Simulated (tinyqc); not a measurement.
One anharmonic mode: perturbation theory, self-consistent phonons and exact levels: one step, computed by the program tinyqc. Command: `OMP_NUM_THREADS=1 python tinyqc.py 3025191 3025192 out.jsonl scp walk`. One thread of a shared host (Intel(R) Xeon(R) Processor @ 2.30GHz), about 0.03 s of CPU time with the checks.

V(x) = k x^2/2 + b x^4 for one coordinate x of mass M. A constant K > 0 gives hbar Omega = sqrt((hbar^2/u) K/M) with K in eV/angstrom^2 and M in u.

Problem. Self-consistent results. Self-consistent phonon, centred at x = 0: K = k + 12 b <x^2>, <x^2> = (hbar Omega/(2K)) coth(hbar Omega/(2 k_B T)). Its free energy is F = k_B T ln[2 sinh(hbar Omega/(2 k_B T))] + (k - K)<x^2>/2 + 3 b <x^2>^2, an upper bound to the exact one.

Inputs (values chosen for the exercise, for a model mode):
```
quantity,value,unit
mode mass M,28.7,u
harmonic constant k,0.437,eV/angstrom^2
quartic constant b,1.02,eV/angstrom^4
temperature T,31,K
```

Shape: single well.

self-consistent K = 0.5444975 eV/angstrom^2

Constants: hbar^2/u = 4.18015928e-03 eV angstrom^2; k_B = 8.617333262e-05 eV/K.

Give: self-consistent quantum; self-consistent <x^2>; self-consistent free energy.

Solution.

self-consistent quantum = 8.905 meV

self-consistent <x^2> = 0.008782 angstrom^2

self-consistent free energy = 4.120 meV
